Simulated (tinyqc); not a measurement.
A particle near a wafer in liquid: double-layer and van der Waals forces (DLVO), deposition barrier and removal: one step, computed by the program tinyqc.

Sphere and flat wall, Derjaguin approximation, constant potentials in the linear-superposition form, no retardation and no hydration force.

Problem. Barrier and secondary minimum. U(h) = Z R exp(-kappa h) - A R/(6 h); F(h) = -dU/dh = kappa Z R exp(-kappa h) - A R/(6 h^2), positive for repulsion. F = 0 reads x^2 exp(-x) = y with x = kappa h and y = A kappa/(6 Z); the left side peaks at x = 2 with 4/e^2 = 0.5413, so roots exist for smaller y: x < 2 is the barrier, x > 2 the secondary minimum.

Inputs (values chosen for the exercise, of the order of those for silica on silica in water): particle radius R = 41 nm; Hamaker constant A = 5.5e-21 J; temperature T = 293 K.

kappa = 0.05289937 1/nm

Z = 5.658704 pN

Constants: k_B = 1.380649e-23 J/K.

Give: y; position of the barrier; barrier height; position of the secondary minimum; energy at the secondary minimum.

Solution.

y = 0.008569

position of the barrier = 1.837 nm

barrier height = 46.98 k_B T

position of the secondary minimum = 173.9 nm

energy at the secondary minimum = -0.04763 k_B T

A barrier above 15 k_B T practically stops deposition.  Caution: kappa R is not large, so the Derjaguin approximation is only rough at gaps of the order of the Debye length.
